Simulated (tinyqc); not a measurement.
Swing curve: thickness of the top film: thin-film optics by transfer matrices.

Indices N = n + i k. Snell: N0 sin(theta) = N_j sin(theta_j), with Im(N_j cos theta_j) >= 0. Admittance y_j = N_j cos theta_j for s and N_j/cos theta_j for p. Phase delta_j = 2 pi N_j cos theta_j d_j/lambda. Layer matrix [[cos delta, -i sin delta/y], [-i y sin delta, cos delta]], multiplied from the top down to M. (B, C) = M (1, y_sub); r = (y0 B - C)/(y0 B + C), R = |r|^2, T = 4 Re y0 Re y_sub/|y0 B + C|^2, absorbed in the films 1 - R - T.

Values chosen for the exercise (indices near those of SiO2 on Cu; not measured data): lam = 248 nm (vacuum wavelength); n0 = 1 (ambient index); n = (1.528, 1.491) (n of SiO2, substrate); k = (0, 1.786) (k in the same order); d = (12) nm (thicknesses, top first); theta = 0 degrees (angle of incidence); pol = p (polarisation).

The first entry of d takes the values listed.

Stack:
```
d_1 (nm)       R       T  absorbed
12.0      0.2346  0.7654    0.0000
25.5      0.1144  0.8856    0.0000
39.1      0.2009  0.7991    0.0000
52.6      0.3546  0.6454    0.0000
66.1      0.4207  0.5793    0.0000
79.6      0.3772  0.6228    0.0000
93.2      0.2340  0.7660    0.0000
106.7     0.1143  0.8857    0.0000
120.2     0.2002  0.7998    0.0000
133.7     0.3542  0.6458    0.0000
147.3     0.4208  0.5792    0.0000
160.8     0.3768  0.6232    0.0000
174.3     0.2346  0.7654    0.0000
```

How do the results move, and what explains it?

R swings between 0.1143 and 0.4208 on these points. The period is lambda/(2 Re(N_1 cos theta_1)) = 81.2 nm, six rows. The film does not absorb, so the swing repeats exactly. The swing ratio (max - min)/mean is 1.10.

Computed by tinyqc, a small Python program: `OMP_NUM_THREADS=1 python tinyqc.py 1680429 1680430 out.jsonl` (the numbers bound the seed that draws the inputs); one thread of a shared host (Intel(R) Xeon(R) Processor @ 2.30GHz), about 0.02 s for the whole set of steps.
